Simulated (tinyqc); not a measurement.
Donor or exciton in a quantum well (variational effective-mass method). From one set of inputs to another, one input at a time. Computed by tinyqc, a small Python program. Command: `OMP_NUM_THREADS=1 python tinyqc.py 3017695 3017696 out.jsonl welldonor ladder`. One thread of a shared host (Intel(R) Xeon(R) Processor @ 2.30GHz), about 0.07 s of CPU time with the checks.

Electron and hole in their lowest subbands f(z) = cos(pi z/L); relative in-plane motion exp(-rho/lambda) (separable trial function), H = -nabla_rho^2 - 2/sqrt(rho^2 + (z_e - z_h)^2) in effective units. Mass and screening are the same in well and barrier; l = L/a* is the width in effective units. Bands are flat: no polarisation or applied field.

The inputs printed are set A. Set A is modelled on InAs; the values taken over come from a set modelled on CdS. Inputs not listed in the table keep their values of set A, so the rows need not describe a real material.

Inputs (values chosen for the exercise, modelled on InAs):
```
quantity                  value  unit
electron mass m          0.0252   m_0
dielectric constant eps    15.1     -
well width L                100    nm
in-plane hole mass m_h    0.163   m_0
```

Centre: exciton. Barriers: infinite.

Constants: Ry = 13.605693123 eV; a_0 = 0.529177210903 angstrom.

Method:
- mu = m m_h/(m + m_h) takes the place of m; Ry* = Ry m/eps^2, a* = a_0 eps/m; l = L/a*.
- k = pi/l; f = cos(k z) inside and zero outside.
- Binding E_b(lambda) = -1/lambda^2 + (8/lambda^2) int_0^l P(z) g(z) dz, with P(z) = (2/l) [(1 - z/l)(1 + cos(2 pi z/l)/2) + (3/(4 pi)) sin(2 pi z/l)] the distribution of |z_e - z_h| and g(z) = int_z^infinity exp(-2 sqrt(r^2 - z^2)/lambda) dr = int_0^infinity exp(-2 rho/lambda) rho/sqrt(rho^2 + z^2) d rho; 40 Gauss-Legendre points in z and 40 in t with rho = lambda t/(1 - t).
- Golden-section search for the maximum over lambda from 0.3 to 4, 40 steps.

Each row keeps all changes above it:
```
input moved                     from     to  binding energy (meV)  radius lambda a* (nm)  binding in Ry*
set A                              -      -                 1.737                 44.662          1.3339
dielectric constant eps         15.1   8.44                 4.089                 31.144          0.9808
electron mass m (m_0)         0.0252  0.203                 6.968                 13.799          0.4035
well width L (nm)                100    1.8                48.584                  3.383          2.8136
in-plane hole mass m_h (m_0)   0.163  0.277                58.883                  2.759          2.6316
```

Binding energy goes from 1.74 to 58.9, a factor 33.9 in all. The largest single move comes from well width L (a factor 6.97). Radius lambda a* goes from 44.7 to 2.76, a factor 0.0618 in all. The largest single move comes from well width L (a factor 0.245). Binding in Ry* goes from 1.33 to 2.63, a factor 1.97 in all. The largest single move comes from well width L (a factor 6.97), and electron mass m works against it (a factor 0.411). The single moves hold for this order of the switches; the total does not depend on the order.

Caution (rows set A, dielectric constant eps, electron mass m): beyond about two Bohr radii the separable trial function begins to underestimate the binding, and in still wider wells it drops below the bulk value instead of tending to it. Caution (rows well width L, in-plane hole mass m_h): so narrow a well has large confinement energy, where non-parabolicity and barrier penetration matter.

Extremes, crossings and ranges named in words are read from the listed rows.
